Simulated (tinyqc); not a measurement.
Inputs raised by 5 %, one at a time: rigid-ion and shell models of the dielectric response of an ionic crystal. Computed by tinyqc, a small Python program. Command: `OMP_NUM_THREADS=1 python tinyqc.py 3013640 3013641 out.jsonl shell sens`. One thread of a shared host (Intel(R) Xeon(R) Processor @ 2.30GHz), about 0.01 s of CPU time with the checks.

Charges +Z and -Z; 4 nearest neighbours, Madelung constant M = 1.638055, volume per ion pair Omega = 3.079201 d^3. Energy per pair U = -M Z^2 e2/d + 4 A exp(-d/rho), e2 = e^2/(4 pi eps_0). In the shell model the anion is a core of charge Y - Z and a massless shell of charge -Y, joined by the spring k; the repulsion acts on the shell. Each ion feels the Lorentz field E + (4 pi/3) P (Gaussian units).

Inputs (values chosen for the exercise, for a model crystal): nearest-neighbour distance d = 2.92 angstrom; ionic charge Z = 2 e; hardness d/rho = 8.46; cation mass = 170 u; anion mass = 32.06 u; shell charge size Y = 2.89 e; core-shell spring k = 39.4 eV/angstrom^2; cation polarisability alpha_+ = 0.33 angstrom^3; film thickness t = 1.6 nm.

Structure: zinc blende.

Constants: e^2/(4 pi eps_0) = 14.39964548 eV angstrom; 1 eV/angstrom^3 = 160.2176634 GPa; nu for 1 eV/(angstrom^2 u) = 15.6333042 THz; 1 THz = 33.35640952 1/cm; eps_0 = 8.8541878128e-12 F/m; h x 1 THz = 4.135667696 meV.

Method:
- Zero pressure fixes 4 A exp(-d/rho) = M Z^2 e2 rho/d^2. Then U = -(M Z^2 e2/d)(1 - rho/d), B = M Z^2 e2 (d/rho - 2)/(9 Omega d), and the spring of one sublattice against the other is R = (1/3) x (Laplacian of the repulsion summed over neighbours) = M Z^2 e2 (d/rho - 2)/(3 d^3), so R = 3 B Omega/d^2.
- Eliminating the shell gives the anion polarisability alpha_- = Y^2 e2/(k + R), the Szigeti charge Z_S = Z - Y R/(k + R) and the softened spring R' = k R/(k + R). With b = 4 pi (alpha_+ + alpha_-)/(3 Omega): eps_inf = (1 + 2b)/(1 - b) (Clausius-Mossotti); Born charge Z* = Z_S (eps_inf + 2)/3.
- mu lambda_TO = R' - (4 pi e2/(3 Omega)) Z_S^2/(1 - b); mu lambda_LO = mu lambda_TO + 4 pi e2 Z*^2/(eps_inf Omega); eps_s = eps_inf lambda_LO/lambda_TO.
- lambda in eV/(angstrom^2 u) gives the wavenumber 15.6333042 x 33.35640952 x sqrt(lambda); mu is the reduced mass.
- Capacitance per area eps_0 eps_s/t; equivalent oxide thickness EOT = t x 3.9/eps_s; the surface optical mode against silicon (eps = 11.7) lies at omega_TO sqrt[(eps_s + 11.7)/(eps_inf + 11.7)], and its squared coupling to channel electrons scales as g = hbar omega_SO [1/(11.7 + eps_inf) - 1/(11.7 + eps_s)], with hbar omega = h c x wavenumber.

Runs:
```
input moved                                 from      to  eps_inf  omega_TO (1/cm)  Born charge Z* (e)  remote-phonon coupling g (meV)
base run                                       -       -   1.5553           216.53              1.7826                         0.23267
nearest-neighbour distance d (angstrom)     2.92   3.066   1.4794           202.25              1.8109                         0.22430
hardness d/rho                              8.46   8.883   1.5489           226.55              1.7479                         0.21544
cation mass (u)                              170   178.5   1.5553           215.71              1.7826                         0.23179
shell charge size Y (e)                     2.89  3.0345   1.6160           217.32              1.7831                         0.22999
core-shell spring k (eV/angstrom^2)         39.4   41.37   1.5323           216.86              1.7943                         0.23604
cation polarisability alpha_+ (angstrom^3)  0.33  0.3465   1.5591           216.48              1.7845                         0.23306
film thickness t (nm)                        1.6    1.68   1.5553           216.53              1.7826                         0.23267
```

Exponents ln(y'/y) / ln(x'/x):
```
input                          eps_inf  omega_TO  Born charge Z*  remote-phonon coupling g
nearest-neighbour distance d    -1.026    -1.398           0.323                    -0.750
hardness d/rho                  -0.085     0.927          -0.403                    -1.577
cation mass                      0.000    -0.078           0.000                    -0.078
shell charge size Y              0.785     0.075           0.006                    -0.237
core-shell spring k             -0.305     0.031           0.134                     0.295
cation polarisability alpha_+    0.050    -0.005           0.022                     0.034
film thickness t                 0.000     0.000           0.000                     0.000
```

Among the inputs moved here: eps_inf answers most in size to nearest-neighbour distance d (exponent -1.026), next to shell charge size Y (+0.785); its exponent is below 0.0005 for cation mass, film thickness t. omega_TO answers most in size to nearest-neighbour distance d (exponent -1.398), next to hardness d/rho (+0.927); its exponent is below 0.0005 for film thickness t. Born charge Z* answers most in size to hardness d/rho (exponent -0.403), next to nearest-neighbour distance d (+0.323); its exponent is below 0.0005 for cation mass, film thickness t. Remote-phonon coupling g answers most in size to hardness d/rho (exponent -1.577), next to nearest-neighbour distance d (-0.750); its exponent is below 0.0005 for film thickness t.
